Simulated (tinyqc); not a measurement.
Microkinetic model of a Langmuir-Hinshelwood surface reaction A + (1/2) B2 = AB with Bronsted-Evans-Polanyi barriers: one step, computed by the program tinyqc.

A adsorbs in equilibrium; B2 dissociates irreversibly on two free sites; adsorbed A and B react irreversibly and AB leaves at once. theta_A + theta_B + theta_* = 1.

Task: Steady state in closed form. theta_A = K_A p_A theta_*; 2 k1 p_B theta_*^2 = k2 theta_A theta_B, so theta_B = w theta_* with w = 2 k1 p_B/(k2 K_A p_A); theta_* = 1/(1 + K_A p_A + w); rate r = k2 theta_A theta_B.

Inputs (values chosen for the exercise, for a model catalyst): pressure p_A = 0.6 bar; pressure p_B = 0.012 bar; temperature T = 775 K.

K_A = 6.131233e-04 1/bar

k1 = 1100.103 1/(bar s)

k2 = 6.505644e+07 1/s

Give: w; theta_*; theta_A; theta_B; rate r.

Result:

w = 0.0011032

theta_* = 0.99853

theta_A = 3.6733e-04

theta_B = 0.0011016

rate r = 26.325 1/s per site

The surface is mostly free, and dissociation limits.
